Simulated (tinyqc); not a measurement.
## Frequency dispersion of an accumulation capacitance by border traps, distributed model: capacitance and loss against frequency

Traps spread evenly through the insulator exchange electrons with the semiconductor by tunnelling, with tau(x) = t0 exp(2 ka x) at depth x from the interface. The admittance per area Y seen at depth x obeys dY/dx = -Y^2/(i w eps0 eox) + q Nb ln(1 + i w tau)/tau, with Y(0) = i w Cs and w = 2 pi f; the gate sees Y(tox) = G + i w C. Working variable y = Y/(i w), in uF/cm^2. Cox = eps0 eox/tox.

Cox; trap-free value 1/(1/Cox + 1/Cs); response depth d = ln(1/(w t0))/(2 ka), where w tau = 1; lumped estimate: all traps within d act as C_bt = q Nb d placed at d/2, so C = 1/{1/[1/(1/Cs + d/(2 eps0 eox)) + C_bt] + (tox - d/2)/(eps0 eox)}. C and G from a fine integration; dispersion -d C/d log10 f over C, from f times and over 1.1. For a broad spread of time constants G/w is close to -(pi/2) dC/d ln w.

Parameters, values chosen for the exercise; permittivity close to that of zirconium oxide: relative permittivity of the insulator eox = 23; insulator thickness tox = 11 nm; semiconductor capacitance in accumulation Cs = 4 uF/cm^2; density of border traps Nb = 8.9e19 cm^-3 eV^-1; decay constant of the wave function in the insulator ka = 6.3 1/nm; time constant of a trap at the interface t0 = 2e-10 s.

Constants: q = 1.602176634e-19 C, eps0 = 8.8541878128e-14 F/cm where lengths are in cm. Results are converted to the units shown.

The same in every row: trap-free C (uF/cm^2) = 1.266.

Result of one run:
```
f (Hz),d (nm),C (uF/cm^2),G/w (uF/cm^2),dispersion (% a decade),-(pi/2) dC/d ln w (uF/cm^2),lumped C (uF/cm^2)
100,1.261,1.452,0.01727,1.743,0.01726,1.437
```

What becomes of these results when the frequency f is changed from 100 to 1e6 Hz, all else the same?

Result of the changed run:
```
f (Hz),d (nm),C (uF/cm^2),G/w (uF/cm^2),dispersion (% a decade),-(pi/2) dC/d ln w (uF/cm^2),lumped C (uF/cm^2)
1e6,0.5301,1.352,0.01717,1.862,0.01717,1.340
```

The whole series:
```
f (Hz),d (nm),C (uF/cm^2),G/w (uF/cm^2),dispersion (% a decade),-(pi/2) dC/d ln w (uF/cm^2),lumped C (uF/cm^2)
10,1.444,1.478,0.01740,1.726,0.01740,1.461
100,1.261,1.452,0.01727,1.743,0.01726,1.437
1000,1.078,1.427,0.01718,1.764,0.01717,1.413
10000,0.8956,1.402,0.01713,1.790,0.01712,1.389
1e5,0.7128,1.377,0.01713,1.823,0.01712,1.364
1e6,0.5301,1.352,0.01717,1.862,0.01717,1.340
1e7,0.3474,1.326,0.01723,1.910,0.01728,1.314
```

C falls from 1.478 to 1.326 uF/cm^2, towards the trap-free 1.266; each decade of frequency removes ln 10/(2 ka) = 0.183 nm from the response depth. The dispersion rises from 1.73 to 1.91 % a decade and G/w goes from 0.0174 through a minimum of 0.0171 (at f = 1e5 Hz among the rows listed) to 0.0172 uF/cm^2. G/w lies between 0.997 and 1.00 times -(pi/2) dC/d ln w, the relation for a broad spread of time constants.

Program tinyqc, `OMP_NUM_THREADS=1 python tinyqc.py 2202204 2202205 out.jsonl`; Intel Xeon 2.30GHz, shared host, one thread, about 0.7 s.
